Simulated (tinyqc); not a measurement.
Shape of the cross-section: round or elliptic silicon nanowire with anisotropic valleys (Ritz method).

Wire along x = [110] on a (001) wafer, y = [-110], z = [001]. Valley groups (w = inverse masses): A, two valleys along z: w_y = 1/mt, w_z = 1/ml, m_x = mt; B, four valleys in the wafer plane: w_y = (1/ml + 1/mt)/2, w_z = 1/mt, m_x = (ml + mt)/2.

Constants: hbar^2/2m0 = 3.80998211 eV angstrom^2.

Parameters, chosen for this exercise (near those of a Si nanowire; shifted at random, so the results belong to these values and not to a real crystal):
- ml = 0.932 m0 (longitudinal mass)
- mt = 0.191 m0 (transverse mass)
- area = 19.3 nm^2 (cross-section, kept fixed)
- hw = 1.5 (height over mean width)

Equal area, hard walls, lowest level of -c (w_y d2/dy2 + w_z d2/dz2), c = hbar^2/2m0. Rectangle W x H with H/W = hw; ellipse with b/a = hw; trapezoid of height H, base W/0.8 and top 0.6 of the base; isosceles triangle of height H and base 2W. Ellipse, trapezoid and triangle by converged Ritz bases; 1 nm^2 = 100 angstrom^2.

Cases:
```
shape
rectangle
ellipse
trapezoid
triangle
```

Rank the cases by B (eV), lowest first.

Answer: ellipse, rectangle, trapezoid, triangle.

Levels:
```
shape      A (eV)  B (eV)  B - A (meV)
rectangle  0.1669  0.1602         -6.8
ellipse    0.1478  0.1473         -0.4
trapezoid  0.1567  0.1627          6.0
triangle   0.1181  0.1906         72.5
```

W = 35.9 angstrom
H = 53.8 angstrom

For group A the order is triangle, ellipse, trapezoid, rectangle, spanning 41 %. For group B the order is ellipse, rectangle, trapezoid, triangle, spanning 29 %. The ellipse lies below the rectangle for both groups, since corners hold little of the wave function. The triangle is lowest for A, whose light mass lies across the width and gains from the wide base. The spacing B - A of the valley groups runs from -7 to 72 meV.

Program tinyqc; command `OMP_NUM_THREADS=1 python tinyqc.py 1280679 1280680 out.jsonl`; about 0.05 s on one thread of a shared Intel(R) Xeon(R) Processor @ 2.30GHz.
